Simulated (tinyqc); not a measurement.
Free and trapped electrons in a MOS channel with a dense trap tail: one step of the calculation.

p-type body, charge-sheet picture, full ionisation (an idealisation for deep acceptors), Boltzmann statistics for free electrons. e = Ec - EF at the surface. Acceptor-like traps of density D(E) = D0 + De exp(-E/Ew) at depth E below Ec, from 0 to Eu, hold n_t = integral of D(E)/(1 + exp((e - E)/Vt)). psi = Eg - Vt ln(Nv/Na) - e; N_dep = sqrt(2 eps0 eps_r Na (psi - Vt)/q); n_f = sqrt(N_dep^2 + 2 eps0 eps_r Vt Nc exp(-e/Vt)/q) - N_dep; Vg = Vfb + psi + q (N_dep + n_t + n_f)/Cox, Cox = eps0 eox/tox.

Task. Charges and gate voltage. psi, N_dep, n_f and Vg as defined, with the n_t given; free share n_f/(n_f + n_t); apparent mobility mf n_f/(n_f + n_t); gate voltage spent on traps q n_t/Cox.

Values chosen for this exercise; band and dielectric values close to those of silicon: temperature T = 250 K; band gap Eg = 1.13 eV; relative permittivity eps_r = 11.7; conduction-band density of states at T Nc = 2.14e19 cm^-3; valence-band density of states at T Nv = 2.03e19 cm^-3; relative permittivity of the insulator eox = 3.9; insulator thickness tox = 58 nm; acceptor density Na = 4.3e15 cm^-3; flat-band voltage without trapped charge Vfb = -0.89 V; mobility of free electrons mf = 110 cm^2/(V s); Ec - EF at the surface e = 0.079 eV.

Constants: q = 1.602176634e-19 C, kB = 1.380649e-23 J/K, Vt = kB T/q, eps0 = 8.8541878128e-14 F/cm where lengths are in cm. Results are converted to the units shown.

n_t = 5.4704660e11 cm^-2

Find: psi; N_dep; n_f; Vg; free share; apparent mobility; gate voltage spent on traps.

Result.

psi = 0.8687 V
N_dep = 2.170e11 cm^-2
n_f = 2.295e11 cm^-2
Vg = 2.653 V
free share = 29.56 %
apparent mobility = 32.51 cm^2/(V s)
gate voltage spent on traps = 1.472 V

Computed by the program tinyqc: `OMP_NUM_THREADS=1 python tinyqc.py 2222064 2222065 out.jsonl`, one thread of a shared Intel Xeon 2.30GHz, about 0.02 s for the whole run.
